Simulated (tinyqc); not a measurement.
# Trap density from one capacitance

Inverse problem. Traps spread evenly through the insulator exchange electrons with the semiconductor by tunnelling, with tau(x) = t0 exp(2 ka x) at depth x from the interface. The admittance per area Y seen at depth x obeys dY/dx = -Y^2/(i w eps0 eox) + q Nb ln(1 + i w tau)/tau, with Y(0) = i w Cs and w = 2 pi f; the gate sees Y(tox) = G + i w C. Working variable y = Y/(i w), in uF/cm^2. Cox = eps0 eox/tox. Find Nb and G/w.

Parameters, values chosen for the exercise:
- eox = 22.7 (relative permittivity of the insulator)
- tox = 9.5 nm (insulator thickness)
- Cs = 1.9 uF/cm^2 (semiconductor capacitance in accumulation)
- ka = 3.1 1/nm (decay constant of the wave function in the insulator)
- t0 = 5e-10 s (time constant of a trap at the interface)
- f = 1e6 Hz (frequency)

Constants: q = 1.602176634e-19 C, eps0 = 8.8541878128e-14 F/cm where lengths are in cm. Results are converted to the units shown.

C = 1.0578846 uF/cm^2

Answer. C rises steadily with Nb, so one density matches; in practice ka and t0 must come from the frequency dependence.

Nb = 1.100e19 cm^-3 eV^-1
G/w = 0.01388 uF/cm^2

tinyqc, about 0.5 s, one thread, Intel Xeon 2.30GHz (shared host): `OMP_NUM_THREADS=1 python tinyqc.py 2202173 2202174 out.jsonl`
